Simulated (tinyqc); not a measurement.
# Polytypes and stacking faults of a tetrahedral semiconductor in an axial Ising model with couplings up to third neighbours, step by step

A worked calculation. Computed by tinyqc, a small Python program that keeps every step. Command: `OMP_NUM_THREADS=1 python tinyqc.py 3025918 3025919 out.jsonl polytype walk`. One thread of a shared host (Intel(R) Xeon(R) Processor @ 2.30GHz), about 0.01 s of CPU time with the checks. Intermediate numbers are printed to about 6 digits and carried at full precision; extremes and crossings named in words are read from the listed rows.

Each double layer has s = +1 or -1 for the sense of its stacking step; E per pair of atoms = E0 - sum_n J_n <s_i s_(i+n)>, n = 1, 2, 3. Hexagonality h = (1 - <s_i s_(i+1)>)/2.

Inputs (values chosen for the exercise, of the order of those of GaAs for J, a, G and the gaps):

| quantity | value | unit |
|---|---|---|
| J1 | 10.3 | meV/pair |
| J2 | -0.722 | meV/pair |
| J3 | -0.18 | meV/pair |
| basal lattice constant a | 4 | angstrom |
| shear modulus G | 48.4 | GPa |
| Poisson ratio nu | 0.19 | - |
| gap of 3C | 1.52 | eV |
| gap of 4H | 1.51 | eV |
| binding energy of the fault level E_b | 0.11 | eV |
| in-plane mass m | 0.46 | m0 |
| effective density of states N_c at 300 K | 2.4e+19 | 1/cm^3 |
| electron density n | 5.5e+15 | 1/cm^3 |
| temperature T | 300 | K |

Host polytype: 3C.

Constants: 1 eV/angstrom^2 = 16.02176634 J/m^2; m_0 = 9.1093837015e-31 kg; hbar = 1.054571817e-34 J s; k_B = 1.380649e-23 J/K; k_B = 8.617333262e-05 eV/K.

## Energies of the polytypes

correlations of the repeat units 3C (+), 2H (+-), 4H (++--), 6H (+++---), 15R (+++--), 8H (++++----), 21R (++++---), 9R (++-):
```
        n = 1     n = 2     n = 3
3C    1.00000   1.00000   1.00000
2H   -1.00000   1.00000  -1.00000
4H    0.00000  -1.00000   0.00000
6H    0.33333  -0.33333  -1.00000
15R   0.20000  -0.60000  -0.60000
8H    0.50000   0.00000  -0.50000
21R   0.42857  -0.14286  -0.71429
9R   -0.33333  -0.33333   1.00000
```

E - E(3C) = sum_n J_n (1 - C_n), C_n = <s_i s_(i+n)>. The gap is taken linear in h between 3C (h = 0) and 4H (h = 1/2), a rough rule, with a dash beyond.

Polytypes:

| polytype | h | E - E(3C) (meV/pair) | gap by the linear rule (eV) |
|---|---|---|---|
| 3C | 0.00000 | 0.0000 | 1.52000 |
| 2H | 1.00000 | 20.2400 | - |
| 4H | 0.50000 | 8.6760 | 1.51000 |
| 6H | 0.33333 | 5.5440 | 1.51333 |
| 15R | 0.40000 | 6.7968 | 1.51200 |
| 8H | 0.25000 | 4.1580 | 1.51500 |
| 21R | 0.28571 | 4.7520 | 1.51429 |
| 9R | 0.66667 | 12.7707 | - |

E(2H) - E(3C) = 20.24 meV/pair

E(4H) - E(3C) = 8.676 meV/pair

E(6H) - E(3C) = 5.544 meV/pair

The lowest is 3C, 4.158 meV/pair below 8H. J1/|J2| = 14.27: for J3 = 0 and J2 < 0 the ground state is 2H below -2, 4H between -2 and 2, and 3C above 2; at 2 itself all periods with bands of two or more layers are degenerate.

## Back from three energies to J1, J2, J3

With d2, d4, d6 the energies of 2H, 4H, 6H over 3C: d2 = 2 J1 + 2 J3, d4 = J1 + 2 J2 + J3, d6 = (2/3) J1 + (4/3) J2 + 2 J3, so J2 = (d4 - d2/2)/2, J3 = (3/4)(d6 - (2/3) d4), J1 = d2/2 - J3.

J1 recovered = 10.3 meV/pair

J2 recovered = -0.722 meV/pair

J3 recovered = -0.18 meV/pair

## Stacking-fault energies

fault coefficients k_n:
```
               J1  J2  J3
intrinsic       4   4   4
extrinsic       4   8   8
twin boundary   2   4   6
```

Faults in 3C: the sequences intrinsic (-), extrinsic (--), twin boundary (+ turns to -) are put between perfect repeats; k_n = (layers x C_n of the host) - sum_i s_i s_(i+n). gamma = sum k_n J_n/A, A = (sqrt 3/2) a^2; 1 meV/angstrom^2 = 16.02177 mJ/m^2.

gamma (mJ/m^2): intrinsic 43.4666, extrinsic 39.2947, twin boundary 19.2311

energy of the glide fault, intrinsic = 43.4666 mJ/m^2

The cheapest is the twin boundary fault.

## Splitting of a basal screw dislocation

Screw line, bounded by the intrinsic fault of energy gamma: b = a, partials b_p = a/sqrt 3; d = G b_p^2 (2 - 3 nu)/(8 pi gamma (1 - nu)). One partial is driven off by the shear stress gamma/b_p along its Burgers vector.

splitting width d = 4.17157 nm

stress to open the fault = 188.216 MPa

## Electronic energy gained by the fault

The fault binds electrons in a two-dimensional band E_b below the conduction edge, g2 = m m0/(pi hbar^2) for one valley. With the Fermi level held by the bulk, eta = ln[n/N_c(T)], N_c(T) = N_c (T/300)^1.5, the grand potential falls by g2 (k_B T)^2 F1(x), x = eta + E_b/(k_B T), F1(x) = integral from 0 to infinity of ln(1 + exp(x - t)) dt; sheet density g2 k_B T ln(1 + e^x). Band bending by the trapped charge is left out, so the gain is an upper bound. Net fault energy = gamma of the intrinsic fault less the electronic gain.

x = -4.12607

sheet density = 7.95677e+10 1/cm^2

electronic gain = 0.00330887 mJ/m^2

net fault energy = 43.4632 mJ/m^2

The gain offsets 0.0076 % of the fault energy. Caution: rows with n above 0.3 N_c(T) are near degeneracy, where eta = ln(n/N_c) underestimates the Fermi level.

## Gain against electron density

The formulas are those given above.

At T:

| n (1/cm^3) | x | sheet density (1/cm^2) | gain (mJ/m^2) | gain/gamma | gain/gamma at T + 200 K |
|---|---|---|---|---|---|
| 1.00e+14 | -8.13340 | 1.45812e+09 | 6.03989e-05 | 1.38955e-06 | 3.27085e-07 |
| 1.00e+15 | -5.83082 | 1.45620e+10 | 6.03591e-04 | 1.38863e-05 | 3.27066e-06 |
| 1.00e+16 | -3.52823 | 1.43734e+11 | 5.99657e-03 | 1.37958e-04 | 3.26883e-05 |
| 1.00e+17 | -1.22565 | 1.27869e+12 | 5.64681e-02 | 1.29912e-03 | 3.25075e-04 |
| 1.00e+18 | 1.07694 | 6.80606e+12 | 3.92893e-01 | 9.03896e-03 | 3.08723e-03 |
| 5.00e+18 | 2.68637 | 1.36723e+13 | 1.06710e+00 | 2.45500e-02 | 1.29650e-02 |
| 2.00e+19 | 4.07267 | 2.03154e+13 | 2.04137e+00 | 4.69642e-02 | 3.60328e-02 |

For x well below 0 the gain is k_B T times the sheet density and linear in n; for x well above 0 the well fills and the gain grows only about as x^2. It stays below the fault energy in all rows; 200 K more changes it by a factor 0.24 at 1e16.

Checks made by the program: the recovered constants (relative difference below 1e-10).
